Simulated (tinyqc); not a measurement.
Worked calculation: two-dimensional electron gas with Rashba and Dresselhaus coupling. Values are carried at full precision from step to step, so a last printed digit may differ when a step is redone from the rounded ones.

H = c k^2/m + al (ky sx - kx sy) + b1 (kx sx - ky sy) + gam kx ky (kx sy - ky sx), s the Pauli matrices, x = [100], c = hbar^2/2m0, b1 = gam (pi/L)^2 (hard walls). H = c k^2/m + B.s, so E = c k^2/m -/+ |B| and the lower state has its spin along -B.

Constants: hbar^2/2m0 = 3.80998211 eV angstrom^2; hbar = 6.58211957e-16 eV s.

Values chosen for the exercise (of the size met in InAs; the results hold for these values, not for the real material): m = 0.0259 m0 (mass); al = 0.31 eV angstrom (Rashba constant); gam = 30.3 eV angstrom^3 (bulk Dresselhaus constant); L = 183 angstrom (width of the (001) well); n = 6.5 1e11/cm^2 (sheet density (one subband filled)); phi = 60 degrees (angle of k from [100]).

## Scales

b1; mean Fermi wave vector k0 = sqrt(2 pi n) (1e11/cm^2 = 1e-5/angstrom^2); E0 = c k0^2/m; b3 = gam k0^2/4; kR = al m/(2c) and ER = al kR/2, the shift and depth of a pure Rashba band.

b1 = 0.008930 eV angstrom
k0 = 0.02021 1/angstrom
E0 = 60.078 meV
b3 = 0.003094 eV angstrom
kR = 0.001054 1/angstrom
ER = 0.1633 meV

The ratio al/(b1 - b3) is 53.12; kR is 5.2 % of k0.

## Spin-orbit field at one point of the Fermi circle

k = k0 (cos phi, sin phi). Form B, the splitting 2|B| and the direction of the lower spin, atan2(-By, -Bx).

Bx, By (meV): 5.4219  -3.2345

splitting = 12.6269 meV
direction of the lower spin = 149.2 degrees

## The matrix

H = [[E0, Bx - i By], [Bx + i By, E0]] in meV; diagonalise. Precession period h/(2|B|) = 2 pi hbar/(splitting).

H (meV):
```
                  up            down
up           60.0781  5.4219+3.2345i
down  5.4219-3.2345i         60.0781
```

levels (meV): 53.7647  66.3916

period = 0.328 ps

## The two wave vectors at the energy E0 along this direction

Solve c k^2/m -/+ |B(k)| = E0. The spin turns by (k_outer - k_inner) per length, so a half turn takes pi/(difference).

k (1/angstrom): outer 0.021297, inner 0.019173

difference = 0.002123 1/angstrom
length of a half turn = 148.0 nm

For linear terms alone the difference is (m/c)|B|/k, whatever the energy: every electron along this direction turns alike, the basis of the spin transistor. The cubic term makes it depend on density.

## Checks

- Difference of the Fermi wave vectors without Dresselhaus terms against al m/c: both 0.0021074.

Run: tinyqc, `OMP_NUM_THREADS=1 python tinyqc.py 1452346 1452347 out.jsonl`; Intel(R) Xeon(R) Processor @ 2.30GHz, one thread, shared host; about 0.01 s of CPU time with all checks.
